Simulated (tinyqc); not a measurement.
From peak velocity back to central-valley mobility mu1: two-valley model of the transferred-electron effect. Computed by tinyqc, a small Python program. Command: `OMP_NUM_THREADS=1 python tinyqc.py 3020572 3020573 out.jsonl gunn inv`. One thread of a shared host (Intel(R) Xeon(R) Processor @ 2.30GHz), about 0.03 s of CPU time with the checks.

Both kinds of valley share one electron temperature T_e, and each has a constant mobility.

Inputs (values chosen for the exercise, for a model semiconductor): central-valley mass m1 = 0.032 m_0; satellite-valley mass m2 = 0.21 m_0; satellite valleys Z = 6; valley separation dE = 0.29 eV; satellite-valley mobility mu2 = 230 cm^2/(V s); energy relaxation time tau_E = 1.4 ps; lattice temperature T = 350 K.

Solver: damped fixed point.

Constants: k_B = 8.617333262e-05 eV/K.

Method. Density-of-states ratio R = Z (m2/m1)^(3/2); n2/n1 = R exp(-dE/(k_B T_e)); mean mobility mu = (mu1 + mu2 n2/n1)/(1 + n2/n1); energy balance e mu F^2 = (3/2) k_B (T_e - T)/tau_E; v = mu F. Using T_e as the parameter, F(T_e) = sqrt(3 k_B (T_e - T)/(2 e mu tau_E)) and v = mu F; find the first maximum and the next minimum of v, and the most negative dv/dF between them.

Question. A run gave the result below. Find the central-valley mobility mu1, known to lie between 1600 and 2200 cm^2/(V s).

peak velocity = 0.5974291 1e7 cm/s

Answer.

Each step takes the trial c = (a f_b - b f_a)/(f_b - f_a), f being the result less the target and a, b, c the logarithms of the listed values; c replaces end b, the old b replaces a if the sign of f changed, and otherwise f_a is halved.

Scan of the range:
```
central-valley mobility mu1 (cm^2/(V s))  peak velocity (1e7 cm/s)
1600                                                      0.568338
1690                                                      0.581448
1780                                                      0.594425
1880                                                      0.608639
1980                                                      0.622618
2090                                                      0.637715
2200                                                      0.652520
```

False position (Illinois rule, in the logarithm of the input) inside the bracket:
```
step    end a    end b    trial  peak velocity (1e7 cm/s)
1     1780.00  1880.00  1800.68                  0.597383
2     1880.00  1800.68  1801.00                  0.597428
3     1880.00  1801.00  1801.00                  0.597430
4     1801.00  1801.00  1801.00                  0.597429
```

Peak velocity rises at every point of a 13-point scan of the range (every second point is shown), so one value fits; it is bracketed by 1780 and 1880. Answer: central-valley mobility mu1 = 1801 cm^2/(V s).
